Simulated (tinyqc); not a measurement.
Capacitance measurement on a leaky thin oxide: effects of series resistance and leakage: one step of the calculation.

The device is a capacitance C in parallel with a leakage conductance G, in series with Rs and Ls. An impedance meter reports either a parallel pair (Cp, Gp) from Y = 1/Z = Gp + i w Cp or a series pair (Cs, Rm) from Z = Rm + 1/(i w Cs); w = 2 pi f, dissipation D = Gp/(w |Cp|).

Problem. True capacitance and conductance. EOT = 3.9 tox/eox; CET = EOT + zc + zp; C = 3.9 eps0 A/CET; G = Jg A/Vs.

Values chosen for this exercise; values of the order met in thin-oxide MOS capacitors:
```
symbol,value,unit,meaning
eox,24.3,,relative permittivity of the gate insulator (close to zirconium oxide)
tox,2.8,nm,insulator thickness
A,400,um^2,gate area
zc,0.27,nm,oxide-equivalent thickness added by the accumulation layer
zp,0.24,nm,oxide-equivalent thickness added by gate depletion
Jg,0.02,A/cm^2,"gate leakage current density, not matched to the thickness"
Vs,0.37,V,voltage for an e-fold rise of the leakage
```

Constants: eps0 = 8.8541878128e-14 F/cm where lengths are in cm. Results are converted to the units shown.

Wanted: EOT; CET; C; G.

Solution.

EOT = 0.4494 nm
CET = 0.9594 nm
C = 14.40 pF
G = 0.2162 uS

Computed by the program tinyqc: `OMP_NUM_THREADS=1 python tinyqc.py 2022024 2022025 out.jsonl`, one thread of a shared Intel Xeon 2.30GHz, about 0.01 s for the whole run.
